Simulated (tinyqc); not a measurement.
Worked calculation: cluster expansion of a binary alloy: correlations, fit, cross-validation and ground states. Computed by tinyqc, a small Python program that keeps every step. Command: `OMP_NUM_THREADS=1 python tinyqc.py 3013391 3013392 out.jsonl clex walk`. One thread of a shared host (Intel(R) Xeon(R) Processor @ 2.30GHz), about 0.02 s of CPU time with the checks. Intermediate numbers are printed to about 5 digits and carried at full precision; extremes and crossings named in words are read from the listed rows.

s = +1 for A and -1 for B. Energy per site E = J0 + J1 P(point) + sum over clusters of m V P, with P the mean product of spins; V > 0 on a pair favours unlike neighbours. Clusters per site m: pair 1 2, pair 2 2, pair 3 2, triplet 4; the triplet is two first-neighbour bonds at a right angle. Formation energies are counted from the line between pure A and pure B, which removes J0 and J1.

Inputs (values chosen for the exercise, for a model alloy):
```
quantity                    value      unit
first-pair interaction V1    5.18       meV
second-pair interaction V2    2.7       meV
third-pair interaction V3   -0.58       meV
triplet interaction Vt       0.85       meV
noise amplitude               1.1  meV/site
temperature T                 310         K
fraction x of B              0.34         -
```

Lattice: square.

Constants: k_B = 8.617333262e-05 eV/K.

## Design matrix

correlations P, counted on periodic cells:
```
                     point   pair 1   pair 2   pair 3  triplet
A                   1.0000   1.0000   1.0000   1.0000   1.0000
A3B p(2x2)          0.5000   0.0000   0.0000   1.0000  -0.5000
A3B c(4x2)          0.5000   0.0000   0.0000   0.5000  -0.5000
A2B diagonal rows   0.3333  -0.3333   0.3333  -0.3333  -0.3333
A2B rows            0.3333   0.3333  -0.3333   0.3333   0.3333
AB c(2x2)           0.0000  -1.0000   1.0000   1.0000   0.0000
AB p(2x1)           0.0000   0.0000  -1.0000   1.0000   0.0000
A2B2 rows           0.0000   0.5000   0.0000   0.0000   0.0000
AB2 diagonal rows  -0.3333  -0.3333   0.3333  -0.3333   0.3333
AB2 rows           -0.3333   0.3333  -0.3333   0.3333  -0.3333
AB3 p(2x2)         -0.5000   0.0000   0.0000   1.0000   0.5000
AB3 c(4x2)         -0.5000   0.0000   0.0000   0.5000   0.5000
B                  -1.0000   1.0000   1.0000   1.0000  -1.0000
```

Design matrix of formation energies: m (P - 1) for pairs and m (P(triplet) - P(point)) for the triplet; x = (1 - P(point))/2.

X:
```
                    pair 1   pair 2   pair 3  triplet
A                   0.0000   0.0000   0.0000   0.0000
A3B p(2x2)         -2.0000  -2.0000   0.0000  -4.0000
A3B c(4x2)         -2.0000  -2.0000  -1.0000  -4.0000
A2B diagonal rows  -2.6667  -1.3333  -2.6667  -2.6667
A2B rows           -1.3333  -2.6667  -1.3333   0.0000
AB c(2x2)          -4.0000   0.0000   0.0000   0.0000
AB p(2x1)          -2.0000  -4.0000   0.0000   0.0000
A2B2 rows          -1.0000  -2.0000  -2.0000   0.0000
AB2 diagonal rows  -2.6667  -1.3333  -2.6667   2.6667
AB2 rows           -1.3333  -2.6667  -1.3333   0.0000
AB3 p(2x2)         -2.0000  -2.0000   0.0000   4.0000
AB3 c(4x2)         -2.0000  -2.0000  -1.0000   4.0000
B                   0.0000   0.0000   0.0000   0.0000
```

## Formation energies

standard normal numbers for the noise (0 for the pure ends): A 0.000, A3B p(2x2) -1.177, A3B c(4x2) 1.911, A2B diagonal rows -1.075, A2B rows 0.791, AB c(2x2) -0.972, AB p(2x1) -0.362, A2B2 rows -1.173, AB2 diagonal rows 0.577, AB2 rows 0.566, AB3 p(2x2) -0.079, AB3 c(4x2) 0.286, B 0.000

Exact: X V with V = (V1, V2, V3, Vt). The data to fit add the noise amplitude times the normal numbers, standing for what the clusters leave out.

exact energies (meV/site): A 0.000, A3B p(2x2) -19.160, A3B c(4x2) -18.580, A2B diagonal rows -18.133, A2B rows -13.333, AB c(2x2) -20.720, AB p(2x1) -21.160, A2B2 rows -9.420, AB2 diagonal rows -13.600, AB2 rows -13.333, AB3 p(2x2) -12.360, AB3 c(4x2) -11.780, B 0.000

data (meV/site): A 0.000, A3B p(2x2) -20.455, A3B c(4x2) -16.478, A2B diagonal rows -19.316, A2B rows -12.463, AB c(2x2) -21.789, AB p(2x1) -21.558, A2B2 rows -10.710, AB2 diagonal rows -12.965, AB2 rows -12.711, AB3 p(2x2) -12.447, AB3 c(4x2) -11.465, B 0.000

## Normal equations for V1, V2, Vt

Leave out pair 3: A = X^T X and b = X^T E (E being the data with noise) over these three columns; solve A V = b. The root-mean-square error runs over the structures between the pure ends.

matrix A:
```
        V1      V2      Vt
V1  54.778  40.222   0.000
V2  40.222  53.778   0.000
Vt   0.000   0.000  78.222
```

b (meV): 382.32  339.52  69.02

fitted V1, V2, Vt (meV): 5.1991  2.4248  0.8823

root-mean-square error of the three-cluster fit = 1.2352 meV/site

The fit misses V1 by +0.02, V2 by -0.28 and Vt by +0.03 meV; the omitted V3 = -0.58 meV and the noise shift the fitted values.

## Which clusters to keep

For each set, H = X (X^T X)^-1 X^T over the structures between the ends; residual e = E - H E; leave-one-out error e_i/(1 - H_ii); both as root mean squares.

Fits:
```
clusters     fit error (meV/site)  leave-one-out error (meV/site)  largest H_ii
V1                         4.4743                          5.1237       0.29209
V1 V2                      2.6573                          3.1036       0.64793
V1 V3                      4.4673                          6.1074       0.51613
V1 V2 Vt                   1.2352                          1.8556       0.64793
V1 Vt                      3.8057                          4.5790       0.29209
V1 V2 V3                   2.5569                          3.3143       0.75527
V1 V3 Vt                   3.7974                          5.5989       0.51613
V1 V2 V3 Vt                1.0010                          1.4842       0.75527
```

leave-one-out error without pair 3 = 1.8556 meV/site

leave-one-out error with all four = 1.4842 meV/site

The fit error can only fall as clusters are added, to 1.00 meV with all four. The leave-one-out error is least for V1 V2 V3 Vt (1.48 meV): dropping V2, V3 or Vt makes prediction worse at this noise.

## Ground states by the convex hull

Height above the hull = E less the lowest straight line between two structures that bracket x (or the lowest structure at the same x). The three-term fit is X V with the fitted values.

Hull among these structures (meV/site):
```
structure               x  exact E  above hull  fitted E  above hull, fit
A                  0.0000    0.000       0.000     0.000            0.000
A3B p(2x2)         0.2500  -19.160       0.000   -18.777            0.000
A3B c(4x2)         0.2500  -18.580       0.580   -18.777            0.000
A2B diagonal rows  0.3333  -18.133       1.693   -19.450            0.000
A2B rows           0.3333  -13.333       6.493   -13.398            6.052
AB c(2x2)          0.5000  -20.720       0.440   -20.796            0.000
AB p(2x1)          0.5000  -21.160       0.000   -20.097            0.699
A2B2 rows          0.5000   -9.420      11.740   -10.049           10.748
AB2 diagonal rows  0.6667  -13.600       1.693   -14.744            0.000
AB2 rows           0.6667  -13.333       1.960   -13.398            1.346
AB3 p(2x2)         0.7500  -12.360       0.000   -11.718            0.000
AB3 c(4x2)         0.7500  -11.780       0.580   -11.718            0.000
B                  1.0000    0.000       0.000     0.000            0.000
```

lowest exact formation energy = -21.16 meV/site

On the exact hull: A, A3B p(2x2), AB p(2x1), AB3 p(2x2), B. The fit finds A, A3B p(2x2), A3B c(4x2), A2B diagonal rows, AB c(2x2), AB2 diagonal rows, AB3 p(2x2), AB3 c(4x2), B instead; its root-mean-square error is 1.24 meV. A structure at zero height may lie on a tie line without being a vertex, and structures outside this list could lie lower.

## The random alloy and its short-range order

Random alloy: P(pair) = p^2, P(triplet) = p^3, p = 1 - 2x, so H_mix = (p^2 - 1) sum m V(pairs) + (p^3 - p) m Vt; G_mix = H_mix + k_B T [x ln x + (1 - x) ln(1 - x)]. To first order in 1/T the Warren-Cowley parameter of shell 1 is alpha_1 = -(1 - p^2) V_eff/(k_B T), V_eff = V1 + (number of triplets on a first-neighbour bond) p Vt, that number being 4.

mixing enthalpy H_mix = -14.082 meV/site

mixing free energy G_mix = -31.206 meV/site

alpha_1 = -0.21061

alpha_1 < 0: unlike neighbours are preferred. Caution: so large an alpha_1 is beyond the first-order expansion.

Checks made by the program: leave-one-out formula against refits (relative difference below 1e-10).
